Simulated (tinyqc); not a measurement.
## Biaxially strained (001) channel, valley splitting in an inversion layer: effect of the temperature

A thin layer grown on a relaxed buffer is stretched in the plane. The two valleys with their long axis along the growth direction (D2) sink against the four in-plane ones (D4); confinement in a triangular well splits them too. Only the lowest subband of each set is kept; one relaxation time, so the weakening of intervalley scattering is left out.

e_par = b1 x, e_perp = -2 (c12/c11) e_par, splitting D = Xu (e_par - e_perp), in-plane stress (c11 + c12 - 2 c12^2/c11) e_par. Levels E(m) = 2.33811 (hbar^2 q^2 F^2/(2 m))^(1/3): E2 = E(ml), E4 = E(mt) + D; N2 = 2 mt kB T/(pi hbar^2), N4 = 4 sqrt(mt ml) kB T/(pi hbar^2). EF solves Ns = N2 ln(1 + exp((EF - E2)/Vt)) + N4 ln(1 + exp((EF - E4)/Vt)); f2 is the share in D2, and 1/mc = f2/mt + (1 - f2)(1/mt + 1/ml)/2. The gain is mc(x = 0)/mc.

Values chosen for this exercise; values close to those of silicon on relaxed silicon-germanium:

| symbol | value | unit | meaning |
|---|---|---|---|
| x | 0.2 |  | germanium share of the relaxed buffer |
| b1 | 0.0418 |  | lattice mismatch per unit x |
| c11 | 170 | GPa | elastic constant |
| c12 | 63.3 | GPa | elastic constant |
| Xu | 8.86 | eV | shear deformation potential |
| ml | 0.914 | m0 | longitudinal mass |
| mt | 0.192 | m0 | transverse mass |
| F | 0.28 | MV/cm | confining field |
| Ns | 7e12 | cm^-2 | inversion density |

Constants: q = 1.602176634e-19 C, kB = 1.380649e-23 J/K, hbar = 1.054571817e-34 J s, m0 = 9.1093837015e-31 kg, Vt = kB T/q, hbar^2/(2 m0) = 0.0380998212 eV nm^2. Results are converted to the units shown.

The same in every row: D (meV) = 129.2.

Effect of the temperature:
```
T (K)	f2 without strain	f2	mc (m0)	gain
150	0.7440	1.000	0.1920	1.112
195	0.6638	0.9995	0.1920	1.153
240	0.5976	0.9976	0.1922	1.188
285	0.5438	0.9923	0.1926	1.216
330	0.5002	0.9824	0.1933	1.237
375	0.4647	0.9673	0.1945	1.252
420	0.4355	0.9473	0.1961	1.260
465	0.4113	0.9234	0.1980	1.264
```

What does the table show?

As T goes from 150 to 465 K, f2 falls from 1.00 to 0.923 (without strain: it falls from 0.744 to 0.411) and the gain rises from 1.11 to 1.26. In every row the second D2 subband, left out here, lies within 2 Vt of EF or below it.

tinyqc, about 0.01 s, one thread, Intel Xeon 2.30GHz (shared host): `OMP_NUM_THREADS=1 python tinyqc.py 2530132 2530133 out.jsonl`
